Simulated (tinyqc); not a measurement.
Starting guesses with DIIS over 6 matrices: SCF starting guesses in the 6-31g basis, for He, spin multiplicity 1. Computed by the program tinyqc with PySCF. 

Geometry (angstrom):
```
atom,x,y,z
He,0.0000,0.0000,0.0000
```

lowest restricted solution found by these runs and by PySCF = -2.855160 hartree

RHF with one setting changed at a time; a run stops when the energy changes by less than 1e-09 hartree and the error matrix is below 1e-5. Starts: the lowest orbitals of the core Hamiltonian, of the Wolfsberg-Helmholz matrix (K = 1.75), projected atomic densities, random orbitals, and the highest orbitals of the core Hamiltonian (a deliberately bad start).

Largest element of the error matrix X^T (FDS - SDF) X:
```
iteration,core,Wolfsberg-Helmholz,atomic densities,random,highest core orbitals
1,6.7e-01,4.7e-01,9.8e-03,3.2e-01,3.2e-01
2,5.7e-02,3.8e-02,7.4e-04,2.8e-01,1.1e-01
3,3.6e-04,1.6e-04,5.6e-08,1.7e-01,2.4e-02
4,1.6e-04,7.1e-05,2.6e-08,2.0e-02,1.6e-02
5,1.1e-04,4.6e-05,-,1.2e-02,1.2e-02
6,7.8e-05,3.4e-05,-,8.5e-03,1.0e-02
8,6.8e-08,2.0e-08,-,1.1e-04,1.2e-05
10,-,-,-,2.8e-07,-
```

How each run ends:
```
run,iterations,E (hartree),state
core,8,-2.855160,lowest found
Wolfsberg-Helmholz,8,-2.855160,lowest found
atomic densities,4,-2.855160,lowest found
random,10,-2.855160,lowest found
highest core orbitals,9,-2.855160,lowest found
```

5 of 5 runs reach the lowest restricted solution found, in 4 to 10 iterations (fastest: atomic densities). The first errors are 7e-01, 5e-01, 1e-02, 3e-01, 3e-01.
